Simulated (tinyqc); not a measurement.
MOS structure on a p-type body, non-linear Poisson equation by Newton steps: one step of the calculation.

One dimension, insulator interface at x = 0, acceptor density Na, uniform, net doping C = -(acceptor density). psi is counted from the intrinsic level: n = ni exp((psi - Vb)/Vt), p = ni exp(-psi/Vt); deep in the body psi_b = -Vt ln(Na/ni). The gate acts through Cox = eps0 eox/tox and has the potential psi_G = Vg - (phiM - chi - Vt ln(Nc/ni)). Boltzmann statistics, full ionisation, classical densities, no oxide or interface charge.

Problem. Scales and end potentials. ni = sqrt(Nc Nv) exp(-Eg/(2 Vt)), Eg in volts; Cox, psi_G and psi_b as defined.

Parameters, values chosen for the exercise; band and dielectric values close to those of silicon:
- T = 300 K (temperature)
- Eg = 1.11 eV (band gap)
- Nc = 2.76e19 cm^-3 (conduction-band density of states at T)
- Nv = 2.64e19 cm^-3 (valence-band density of states at T)
- chi = 4.02 eV (electron affinity)
- Na = 7.1e15 cm^-3 (acceptor density deep in the body)
- eox = 3.9 (relative permittivity of the gate insulator (close to silicon dioxide))
- tox = 8.5 nm (insulator thickness)
- phiM = 4.47 eV (gate work function)
- Vg = 0.88 V (gate voltage against the body)

Constants: q = 1.602176634e-19 C, kB = 1.380649e-23 J/K, Vt = kB T/q, eps0 = 8.8541878128e-14 F/cm where lengths are in cm. Results are converted to the units shown.

Find: ni; Cox; psi_G; psi_b.

Solution.

ni = 1.281e10 cm^-3
Cox = 0.4063 uF/cm^2
psi_G = 0.9856 V
psi_b = -0.3419 V

tinyqc, about 0.3 s, one thread, Intel Xeon 2.30GHz (shared host): `OMP_NUM_THREADS=1 python tinyqc.py 2080092 2080093 out.jsonl`
